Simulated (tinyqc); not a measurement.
Worked calculation (part 2 of 2): UHF in the sto-3g basis, for BeH, spin multiplicity 2. This run ends on a higher stationary point, not on the lowest solution. Computed by tinyqc, a small Python program that keeps every step (integrals from PySCF). Command: `OMP_NUM_THREADS=1 python tinyqc.py 23677 23678 out.jsonl` (the two numbers bound the seeds that draw the settings). One thread of a shared host (Intel(R) Xeon(R) Processor @ 2.60GHz), about 0.1 s of CPU time with the checks.

Geometry (angstrom):
```
atom         x         y         z
Be    0.000000  0.000000  0.000000
H     0.000000  0.000000  1.490000
```

## Iteration 3: building the Fock matrix

D(alpha) after iteration 2:
```
            1Be 1s     1Be 2s    1Be 2px    1Be 2py    1Be 2pz      2H 1s
1Be 1s    0.998110  -0.001223   0.000000   0.000000  -0.000040  -0.119747
1Be 2s   -0.001223   0.087620   0.000000   0.000000   0.032215   0.234977
1Be 2px   0.000000   0.000000   0.603119  -0.489251   0.000000   0.000000
1Be 2py   0.000000   0.000000  -0.489251   0.396881   0.000000   0.000000
1Be 2pz  -0.000040   0.032215   0.000000   0.000000   0.011845   0.086345
2H 1s    -0.119747   0.234977   0.000000   0.000000   0.086345   0.643743
```

D(beta) after iteration 2:
```
            1Be 1s    1Be 2s   1Be 2px   1Be 2py   1Be 2pz      2H 1s
1Be 1s    0.991584  0.020106  0.000000  0.000000  0.002635  -0.091281
1Be 2s    0.020106  0.019435  0.000000  0.000000  0.015789   0.119524
1Be 2px   0.000000  0.000000  0.000000  0.000000  0.000000   0.000000
1Be 2py   0.000000  0.000000  0.000000  0.000000  0.000000   0.000000
1Be 2pz   0.002635  0.015789  0.000000  0.000000  0.013020   0.100135
2H 1s    -0.091281  0.119524  0.000000  0.000000  0.100135   0.782662
```

core Hamiltonian H = T + V (hartree):
```
            1Be 1s     1Be 2s    1Be 2px    1Be 2py    1Be 2pz      2H 1s
1Be 1s   -8.222270  -2.024426   0.000000   0.000000  -0.014558  -0.396777
1Be 2s   -2.024426  -2.442208   0.000000   0.000000  -0.130814  -0.988055
1Be 2px   0.000000   0.000000  -1.941029   0.000000   0.000000   0.000000
1Be 2py   0.000000   0.000000   0.000000  -1.941029   0.000000   0.000000
1Be 2pz  -0.014558  -0.130814   0.000000   0.000000  -2.040754  -1.075418
2H 1s    -0.396777  -0.988055   0.000000   0.000000  -1.075418  -1.881188
```

Two-electron integrals (ij|kl) in chemists' order, unique and non-zero (hartree):
```
(11|11) 2.298831   (21|11) 0.392036   (21|21) 0.079539   (22|11) 0.570988
(22|21) 0.143041   (22|22) 0.417683   (31|31) 0.014607   (32|31) 0.021888
(32|32) 0.092265   (33|11) 0.569578   (33|21) 0.143083   (33|22) 0.417589
(33|33) 0.449859   (41|41) 0.014607   (42|41) 0.021888   (42|42) 0.092265
(43|43) 0.024249   (44|11) 0.569578   (44|21) 0.143083   (44|22) 0.417589
(44|33) 0.401360   (44|44) 0.449859   (51|51) 0.014607   (52|51) 0.021888
(52|52) 0.092265   (53|53) 0.024249   (54|54) 0.024249   (55|11) 0.569578
(55|21) 0.143083   (55|22) 0.417589   (55|33) 0.401360   (55|44) 0.401360
(55|55) 0.449859   (61|11) 0.074534   (61|21) 0.015114   (61|22) 0.027414
(61|33) 0.027221   (61|44) 0.027221   (61|51) 0.001335   (61|52) 0.002522
(61|55) 0.027813   (61|61) 0.003012   (62|11) 0.185882   (62|21) 0.047275
(62|22) 0.151043   (62|33) 0.145255   (62|44) 0.145255   (62|51) 0.006182
(62|52) 0.038369   (62|55) 0.162481   (62|61) 0.009939   (62|62) 0.082251
(63|31) 0.004274   (63|32) 0.020170   (63|53) 0.006591   (63|63) 0.007420
(64|41) 0.004274   (64|42) 0.020170   (64|54) 0.006591   (64|64) 0.007420
(65|11) 0.201337   (65|21) 0.051820   (65|22) 0.173567   (65|33) 0.163285
(65|44) 0.163285   (65|51) 0.010015   (65|52) 0.059608   (65|55) 0.193956
(65|61) 0.011368   (65|62) 0.107360   (65|65) 0.144465   (66|11) 0.353358
(66|21) 0.091465   (66|22) 0.327885   (66|33) 0.304213   (66|44) 0.304213
(66|51) 0.013824   (66|52) 0.111478   (66|55) 0.374959   (66|61) 0.019696
(66|62) 0.228121   (66|65) 0.315747   (66|66) 0.774606
```

nuclear repulsion = 1.42060996 hartree

J_ij = sum D_kl (ij|kl) with D = D(alpha) + D(beta), K_ij = sum D_kl (ik|jl) for each spin; F = H + J - K(s); E = tr D H + tr D J / 2 - 0.5 sum_s tr D(s) K(s) + E_nn.

Coulomb J (hartree):
```
           1Be 1s    1Be 2s    1Be 2px    1Be 2py   1Be 2pz     2H 1s
1Be 1s   5.913100  1.121922   0.000000   0.000000  0.029450  0.218078
1Be 2s   1.121922  2.242132   0.000000   0.000000  0.216355  0.960370
1Be 2px  0.000000  0.000000   2.210314  -0.023728  0.000000  0.000000
1Be 2py  0.000000  0.000000  -0.023728   2.200311  0.000000  0.000000
1Be 2pz  0.029450  0.216355   0.000000   0.000000  2.306584  1.170604
2H 1s    0.218078  0.960370   0.000000   0.000000  1.170604  2.442030
```

exchange K(alpha) (hartree):
```
           1Be 1s    1Be 2s    1Be 2px    1Be 2py   1Be 2pz     2H 1s
1Be 1s   2.306698  0.425812   0.000000   0.000000  0.004375  0.080551
1Be 2s   0.425812  0.328229   0.000000   0.000000  0.147562  0.305906
1Be 2px  0.000000  0.000000   0.318209  -0.208230  0.000000  0.000000
1Be 2py  0.000000  0.000000  -0.208230   0.230433  0.000000  0.000000
1Be 2pz  0.004375  0.147562   0.000000   0.000000  0.204295  0.317241
2H 1s    0.080551  0.305906   0.000000   0.000000  0.317241  0.681899
```

exchange K(beta) (hartree):
```
           1Be 1s    1Be 2s   1Be 2px   1Be 2py   1Be 2pz     2H 1s
1Be 1s   2.289615  0.404112  0.000000  0.000000  0.004825  0.077975
1Be 2s   0.404112  0.193475  0.000000  0.000000  0.134787  0.263909
1Be 2px  0.000000  0.000000  0.028641  0.000000  0.000000  0.000000
1Be 2py  0.000000  0.000000  0.000000  0.028641  0.000000  0.000000
1Be 2pz  0.004825  0.134787  0.000000  0.000000  0.187346  0.331369
2H 1s    0.077975  0.263909  0.000000  0.000000  0.331369  0.730741
```

F(alpha) (hartree):
```
            1Be 1s     1Be 2s    1Be 2px   1Be 2py    1Be 2pz      2H 1s
1Be 1s   -4.615868  -1.328316   0.000000  0.000000   0.010517  -0.259250
1Be 2s   -1.328316  -0.528305   0.000000  0.000000  -0.062020  -0.333591
1Be 2px   0.000000   0.000000  -0.048924  0.184502   0.000000   0.000000
1Be 2py   0.000000   0.000000   0.184502  0.028850   0.000000   0.000000
1Be 2pz   0.010517  -0.062020   0.000000  0.000000   0.061535  -0.222054
2H 1s    -0.259250  -0.333591   0.000000  0.000000  -0.222054  -0.121057
```

F(beta) (hartree):
```
            1Be 1s     1Be 2s    1Be 2px    1Be 2py    1Be 2pz      2H 1s
1Be 1s   -4.598785  -1.306616   0.000000   0.000000   0.010068  -0.256675
1Be 2s   -1.306616  -0.393551   0.000000   0.000000  -0.049246  -0.291594
1Be 2px   0.000000   0.000000   0.240644  -0.023728   0.000000   0.000000
1Be 2py   0.000000   0.000000  -0.023728   0.230641   0.000000   0.000000
1Be 2pz   0.010068  -0.049246   0.000000   0.000000   0.078484  -0.236183
2H 1s    -0.256675  -0.291594   0.000000   0.000000  -0.236183  -0.169898
```

total energy of this density = -14.68263467 hartree

## Iteration 3: diagonalisation and new density

X:
```
                 1          2          3         4          5         6
1Be 1s    0.242438   0.790553   0.000000  0.000000   0.597932  0.191009
1Be 2s   -0.815152  -0.584699   0.000000  0.000000   0.447456  0.388795
1Be 2px   0.000000   0.000000  -0.400014  0.916509   0.000000  0.000000
1Be 2py   0.000000   0.000000   0.916509  0.400014   0.000000  0.000000
1Be 2pz  -0.858536   0.496495   0.000000  0.000000  -0.505462  0.376492
2H 1s     1.139944  -0.212308   0.000000  0.000000  -0.187882  0.520948
```

Diagonalise F' = X^T F X, C = X C', fill 3 alpha and 2 beta electrons from the bottom; D(s) = C_occ C_occ^T. Each column has its largest component positive (the first on a tie).

F' = X^T F X (alpha) (hartree):
```
           1          2          3         4          5          6
1   0.610838  -0.322853   0.000000  0.000000  -0.222895  -0.108878
2  -0.322853  -1.732428   0.000000  0.000000  -2.039286  -0.812928
3   0.000000   0.000000  -0.118878  0.153970   0.000000   0.000000
4   0.000000   0.000000   0.153970  0.098803   0.000000   0.000000
5  -0.222895  -2.039286   0.000000  0.000000  -2.361524  -1.088849
6  -0.108878  -0.812928   0.000000  0.000000  -1.088849  -0.760162
```

orbital energies (alpha) (hartree): MO1 -4.620053, MO2 -0.306306, MO3 -0.198593, MO4 0.026220, MO5 0.178518, MO6 0.656864

coefficients C (alpha):
```
               MO1        MO2        MO3        MO4       MO5        MO6
1Be 1s    0.991169  -0.205339   0.000000  -0.189609  0.000000   0.131249
1Be 2s    0.033239   0.610639   0.000000   0.711552  0.000000  -0.690965
1Be 2px   0.000000   0.000000   0.776607   0.000000  0.629985   0.000000
1Be 2py   0.000000   0.000000  -0.629985   0.000000  0.776607   0.000000
1Be 2pz   0.000403   0.212888   0.000000  -0.648294  0.000000  -0.956673
2H 1s    -0.005133   0.510690   0.000000  -0.294143  0.000000   1.141876
```

F' = X^T F X (beta) (hartree):
```
           1          2          3          4          5          6
1   0.610925  -0.295430   0.000000   0.000000  -0.223981  -0.192842
2  -0.295430  -1.688996   0.000000   0.000000  -2.066203  -0.846516
3   0.000000   0.000000   0.249640  -0.019802   0.000000   0.000000
4   0.000000   0.000000  -0.019802   0.221645   0.000000   0.000000
5  -0.223981  -2.066203   0.000000   0.000000  -2.330049  -1.043266
6  -0.192842  -0.846516   0.000000   0.000000  -1.043266  -0.731141
```

orbital energies (beta) (hartree): MO1 -4.601842, MO2 -0.267943, MO3 0.072258, MO4 0.211393, MO5 0.259892, MO6 0.658267

coefficients C (beta):
```
               MO1        MO2        MO3       MO4        MO5        MO6
1Be 1s    0.992628  -0.147399  -0.223444  0.000000   0.000000   0.144201
1Be 2s    0.027834   0.389529   0.816425  0.000000   0.000000  -0.733939
1Be 2px   0.000000   0.000000   0.000000  0.629985   0.776607   0.000000
1Be 2py   0.000000   0.000000   0.000000  0.776607  -0.629985   0.000000
1Be 2pz  -0.000317   0.262627  -0.599012  0.000000   0.000000  -0.976238
2H 1s    -0.003618   0.654062  -0.170496  0.000000   0.000000   1.092865
```

D(alpha) after iteration 3:
```
            1Be 1s     1Be 2s    1Be 2px    1Be 2py    1Be 2pz      2H 1s
1Be 1s    1.024580  -0.092442   0.000000   0.000000  -0.043315  -0.109952
1Be 2s   -0.092442   0.373984   0.000000   0.000000   0.130011   0.311677
1Be 2px   0.000000   0.000000   0.603119  -0.489251   0.000000   0.000000
1Be 2py   0.000000   0.000000  -0.489251   0.396881   0.000000   0.000000
1Be 2pz  -0.043315   0.130011   0.000000   0.000000   0.045322   0.108718
2H 1s    -0.109952   0.311677   0.000000   0.000000   0.108718   0.260831
```

D(beta) after iteration 3:
```
            1Be 1s     1Be 2s   1Be 2px   1Be 2py    1Be 2pz      2H 1s
1Be 1s    1.007037  -0.029787  0.000000  0.000000  -0.039025  -0.099999
1Be 2s   -0.029787   0.152508  0.000000  0.000000   0.102292   0.254675
1Be 2px   0.000000   0.000000  0.000000  0.000000   0.000000   0.000000
1Be 2py   0.000000   0.000000  0.000000  0.000000   0.000000   0.000000
1Be 2pz  -0.039025   0.102292  0.000000  0.000000   0.068973   0.171775
2H 1s    -0.099999   0.254675  0.000000  0.000000   0.171775   0.427810
```

## Iteration 34 (converged): orbitals

converged F(alpha) (hartree):
```
            1Be 1s     1Be 2s    1Be 2px   1Be 2py    1Be 2pz      2H 1s
1Be 1s   -4.488506  -1.288463   0.000000  0.000000   0.013798  -0.250713
1Be 2s   -1.288463  -0.623182   0.000000  0.000000  -0.098909  -0.357122
1Be 2px   0.000000   0.000000  -0.017727  0.184502   0.000000   0.000000
1Be 2py   0.000000   0.000000   0.184502  0.060047   0.000000   0.000000
1Be 2pz   0.013798  -0.098909   0.000000  0.000000   0.120358  -0.171811
2H 1s    -0.250713  -0.357122   0.000000  0.000000  -0.171811  -0.051696
```

converged F(beta) (hartree):
```
            1Be 1s     1Be 2s    1Be 2px    1Be 2py    1Be 2pz      2H 1s
1Be 1s   -4.451809  -1.273883   0.000000   0.000000   0.012692  -0.251332
1Be 2s   -1.273883  -0.373153   0.000000   0.000000  -0.124797  -0.348881
1Be 2px   0.000000   0.000000   0.304034  -0.023728   0.000000   0.000000
1Be 2py   0.000000   0.000000  -0.023728   0.294032   0.000000   0.000000
1Be 2pz   0.012692  -0.124797   0.000000   0.000000   0.079167  -0.313984
2H 1s    -0.251332  -0.348881   0.000000   0.000000  -0.313984  -0.358398
```

As before.

F' = X^T F X (alpha) (hartree):
```
           1          2          3         4          5          6
1   0.570124  -0.365815   0.000000  0.000000  -0.208393  -0.028195
2  -0.365815  -1.699789   0.000000  0.000000  -1.987522  -0.737460
3   0.000000   0.000000  -0.087681  0.153970   0.000000   0.000000
4   0.000000   0.000000   0.153970  0.130001   0.000000   0.000000
5  -0.208393  -1.987522   0.000000  0.000000  -2.269899  -1.112861
6  -0.028195  -0.737460   0.000000  0.000000  -1.112861  -0.735228
```

orbital energies (alpha) (hartree): MO1 -4.492487, MO2 -0.363148, MO3 -0.167395, MO4 0.082587, MO5 0.209716, MO6 0.638257

coefficients C (alpha):
```
               MO1        MO2        MO3        MO4       MO5        MO6
1Be 1s    0.991160  -0.247437   0.000000   0.149893  0.000000   0.108011
1Be 2s    0.033211   0.788603   0.000000  -0.595105  0.000000  -0.616907
1Be 2px   0.000000   0.000000   0.776607   0.000000  0.629985   0.000000
1Be 2py   0.000000   0.000000  -0.629985   0.000000  0.776607   0.000000
1Be 2pz  -0.000160   0.166512   0.000000   0.659713  0.000000  -0.958061
2H 1s    -0.004863   0.349570   0.000000   0.405950  0.000000   1.167996
```

F' = X^T F X (beta) (hartree):
```
           1          2          3          4          5          6
1   0.530596  -0.272164   0.000000   0.000000  -0.187942  -0.256277
2  -0.272164  -1.582444   0.000000   0.000000  -2.052416  -0.788243
3   0.000000   0.000000   0.313030  -0.019802   0.000000   0.000000
4   0.000000   0.000000  -0.019802   0.285035   0.000000   0.000000
5  -0.187942  -2.052416   0.000000   0.000000  -2.236139  -0.973453
6  -0.256277  -0.788243   0.000000   0.000000  -0.973453  -0.843295
```

orbital energies (beta) (hartree): MO1 -4.455248, MO2 -0.424925, MO3 0.151101, MO4 0.274783, MO5 0.323282, MO6 0.597789

coefficients C (beta):
```
               MO1        MO2        MO3       MO4        MO5        MO6
1Be 1s    0.992073  -0.124840  -0.243250  0.000000   0.000000   0.137088
1Be 2s    0.029681   0.289572   0.886844  0.000000   0.000000  -0.697493
1Be 2px   0.000000   0.000000   0.000000  0.629985   0.776607   0.000000
1Be 2py   0.000000   0.000000   0.000000  0.776607  -0.629985   0.000000
1Be 2pz  -0.000696   0.234740  -0.514812  0.000000   0.000000  -1.029900
2H 1s    -0.003139   0.733353  -0.198501  0.000000   0.000000   1.036346
```

D(alpha) after iteration 34:
```
            1Be 1s     1Be 2s    1Be 2px    1Be 2py    1Be 2pz      2H 1s
1Be 1s    1.043623  -0.162212   0.000000   0.000000  -0.041359  -0.091316
1Be 2s   -0.162212   0.622998   0.000000   0.000000   0.131307   0.275510
1Be 2px   0.000000   0.000000   0.603119  -0.489251   0.000000   0.000000
1Be 2py   0.000000   0.000000  -0.489251   0.396881   0.000000   0.000000
1Be 2pz  -0.041359   0.131307   0.000000   0.000000   0.027726   0.058208
2H 1s    -0.091316   0.275510   0.000000   0.000000   0.058208   0.122223
```

D(beta) after iteration 34:
```
            1Be 1s     1Be 2s   1Be 2px   1Be 2py    1Be 2pz      2H 1s
1Be 1s    0.999794  -0.006705  0.000000  0.000000  -0.029995  -0.094666
1Be 2s   -0.006705   0.084733  0.000000  0.000000   0.067953   0.212266
1Be 2px   0.000000   0.000000  0.000000  0.000000   0.000000   0.000000
1Be 2py   0.000000   0.000000  0.000000  0.000000   0.000000   0.000000
1Be 2pz  -0.029995   0.067953  0.000000  0.000000   0.055103   0.172149
2H 1s    -0.094666   0.212266  0.000000  0.000000   0.172149   0.537817
```

## Convergence

Stop when the energy changes by less than 1e-08 hartree and every element of the error matrix X^T (F D S - S D F) X (for each spin) is below 3e-05.

Course of the cycle:
```
iteration   E (hartree)     change  largest element of the error matrix
1           -3.80750060          -                             6.02e-02
2          -14.04649146  -1.02e+01                             1.47e-01
3          -14.68263467  -6.36e-01                             1.84e-01
4          -14.80493336  -1.22e-01                             2.84e-02
5          -14.80740352  -2.47e-03                             1.13e-02
6          -14.80841373  -1.01e-03                             9.85e-03
7          -14.80913340  -7.20e-04                             8.26e-03
8          -14.80964908  -5.16e-04                             6.87e-03
9          -14.81001358  -3.65e-04                             5.69e-03
10         -14.81026744  -2.54e-04                             4.71e-03
11         -14.81044189  -1.74e-04                             3.87e-03
12         -14.81056042  -1.19e-04                             3.17e-03
13         -14.81064017  -7.98e-05                             2.59e-03
14         -14.81069342  -5.32e-05                             2.11e-03
...                 ...        ...                                  ...
21         -14.81079093  -2.77e-06                             4.73e-04
22         -14.81079272  -1.80e-06                             3.81e-04
23         -14.81079389  -1.16e-06                             3.06e-04
24         -14.81079464  -7.54e-07                             2.46e-04
25         -14.81079513  -4.88e-07                             1.98e-04
26         -14.81079544  -3.15e-07                             1.59e-04
27         -14.81079565  -2.04e-07                             1.28e-04
28         -14.81079578  -1.32e-07                             1.03e-04
29         -14.81079586  -8.50e-08                             8.25e-05
30         -14.81079592  -5.49e-08                             6.62e-05
31         -14.81079595  -3.54e-08                             5.32e-05
32         -14.81079598  -2.29e-08                             4.27e-05
33         -14.81079599  -1.47e-08                             3.43e-05
34         -14.81079600  -9.51e-09                             2.76e-05
```

PySCF UHF in the same basis, after a stability check = -14.92391500 hartree

Converged in 34 iterations. But the solution lies 0.11312 hartree above the reference: it is another stationary point, not the lowest one. Reruns (cap 100 unless said): DIIS 8: converged in 20 to a higher stationary point; damping 0.5: converged in 32 to a higher stationary point; level shift 0.5: converged in 75 to a higher stationary point; atomic densities as start, DIIS 8: converged in 9.

## Populations, bond orders and dipole

overlap S:
```
           1Be 1s    1Be 2s   1Be 2px   1Be 2py   1Be 2pz     2H 1s
1Be 1s   1.000000  0.259517  0.000000  0.000000  0.000000  0.049962
1Be 2s   0.259517  1.000000  0.000000  0.000000  0.000000  0.400782
1Be 2px  0.000000  0.000000  1.000000  0.000000  0.000000  0.000000
1Be 2py  0.000000  0.000000  0.000000  1.000000  0.000000  0.000000
1Be 2pz  0.000000  0.000000  0.000000  0.000000  1.000000  0.480243
2H 1s    0.049962  0.400782  0.000000  0.000000  0.480243  1.000000
```

Mulliken: Z minus the diagonal of D S on the atom; Loewdin: the same with S^(1/2) D S^(1/2); Mayer order: 2 sum_s sum (D(s) S)_ij (D(s) S)_ji over the two atoms.

Charges (e):
```
atom   Mulliken    Loewdin  Mulliken spin
1Be   -0.043133  -0.052336       1.444799
2H     0.043133   0.052336      -0.444799
```

Mayer bond orders:
```
pair     order
2-1   0.800293
```

dipole moment about the origin, x y z (debye): 0.000000  0.000000  -2.003316

<S^2> of the determinant (pure state: 0.75) = 0.993617
